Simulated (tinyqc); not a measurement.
UKS/LDA (VWN5) in the sto-3g basis, for H4, spin multiplicity 3, step by step. This run ends on a higher stationary point, not on the lowest solution. One step of it, computed by the program tinyqc.

Problem. Iteration 1: building the Kohn-Sham matrix. J_ij = sum D_kl (ij|kl) with D = D(alpha) + D(beta); F = H + J + V_xc; E = tr D H + tr D J / 2 + E_xc + E_nn.

D(alpha) at the start:
```
           1H 1s      2H 1s      3H 1s      4H 1s
1H 1s   0.739964   0.002038   0.334260  -0.403666
2H 1s   0.002038   0.739964  -0.403666   0.334260
3H 1s   0.334260  -0.403666   0.739964   0.002038
4H 1s  -0.403666   0.334260   0.002038   0.739964
```

D(beta) at the start:
```
          1H 1s     2H 1s     3H 1s     4H 1s
1H 1s  0.168149  0.168149  0.168149  0.168149
2H 1s  0.168149  0.168149  0.168149  0.168149
3H 1s  0.168149  0.168149  0.168149  0.168149
4H 1s  0.168149  0.168149  0.168149  0.168149
```

core Hamiltonian H = T + V (hartree):
```
           1H 1s      2H 1s      3H 1s      4H 1s
1H 1s  -1.329011  -0.635756  -0.147113  -0.086618
2H 1s  -0.635756  -1.329011  -0.086618  -0.147113
3H 1s  -0.147113  -0.086618  -1.329011  -0.635756
4H 1s  -0.086618  -0.147113  -0.635756  -1.329011
```

Two-electron integrals (ij|kl) in chemists' order, unique and non-zero (hartree):
```
(11|11) 0.774606   (21|11) 0.207141   (21|21) 0.077696   (22|11) 0.402822
(22|21) 0.207141   (22|22) 0.774606   (31|11) 0.036356   (31|21) 0.011292
(31|22) 0.025450   (31|31) 0.003369   (32|11) 0.016812   (32|21) 0.006560
(32|22) 0.018245   (32|31) 0.001641   (32|32) 0.000971   (33|11) 0.238020
(33|21) 0.081893   (33|22) 0.207385   (33|31) 0.036356   (33|32) 0.018245
(33|33) 0.774606   (41|11) 0.018245   (41|21) 0.006560   (41|22) 0.016812
(41|31) 0.001641   (41|32) 0.000954   (41|33) 0.016812   (41|41) 0.000971
(42|11) 0.025450   (42|21) 0.011292   (42|22) 0.036356   (42|31) 0.002364
(42|32) 0.001641   (42|33) 0.025450   (42|41) 0.001641   (42|42) 0.003369
(43|11) 0.081893   (43|21) 0.030276   (43|22) 0.081893   (43|31) 0.011292
(43|32) 0.006560   (43|33) 0.207141   (43|41) 0.006560   (43|42) 0.011292
(43|43) 0.077696   (44|11) 0.207385   (44|21) 0.081893   (44|22) 0.238020
(44|31) 0.025450   (44|32) 0.016812   (44|33) 0.402822   (44|41) 0.018245
(44|42) 0.036356   (44|43) 0.207141   (44|44) 0.774606
```

nuclear repulsion = 1.73430643 hartree

V_xc(alpha) (hartree):
```
           1H 1s      2H 1s      3H 1s      4H 1s
1H 1s  -0.458519  -0.147852  -0.026563  -0.014607
2H 1s  -0.147852  -0.458519  -0.014607  -0.026563
3H 1s  -0.026563  -0.014607  -0.458519  -0.147852
4H 1s  -0.014607  -0.026563  -0.147852  -0.458519
```

V_xc(beta) (hartree):
```
           1H 1s      2H 1s      3H 1s      4H 1s
1H 1s  -0.359700  -0.120045  -0.022115  -0.012334
2H 1s  -0.120045  -0.359700  -0.012334  -0.022115
3H 1s  -0.022115  -0.012334  -0.359700  -0.120045
4H 1s  -0.012334  -0.022115  -0.120045  -0.359700
```

E_xc = sum of w rho eps_xc = -1.31049759 hartree

Give: Coulomb J; F(alpha); F(beta); total energy of this density.

Solution.

Coulomb J (hartree):
```
        1H 1s   2H 1s   3H 1s   4H 1s
1H 1s  1.6177  0.5782  0.1242  0.0705
2H 1s  0.5782  1.6177  0.0705  0.1242
3H 1s  0.1242  0.0705  1.6177  0.5782
4H 1s  0.0705  0.1242  0.5782  1.6177
```

F(alpha) (hartree):
```
         1H 1s    2H 1s    3H 1s    4H 1s
1H 1s  -0.1698  -0.2054  -0.0495  -0.0307
2H 1s  -0.2054  -0.1698  -0.0307  -0.0495
3H 1s  -0.0495  -0.0307  -0.1698  -0.2054
4H 1s  -0.0307  -0.0495  -0.2054  -0.1698
```

F(beta) (hartree):
```
         1H 1s    2H 1s    3H 1s    4H 1s
1H 1s  -0.0710  -0.1776  -0.0451  -0.0284
2H 1s  -0.1776  -0.0710  -0.0284  -0.0451
3H 1s  -0.0451  -0.0284  -0.0710  -0.1776
4H 1s  -0.0284  -0.0451  -0.1776  -0.0710
```

total energy of this density = -1.824167 hartree

This density is the starting one.
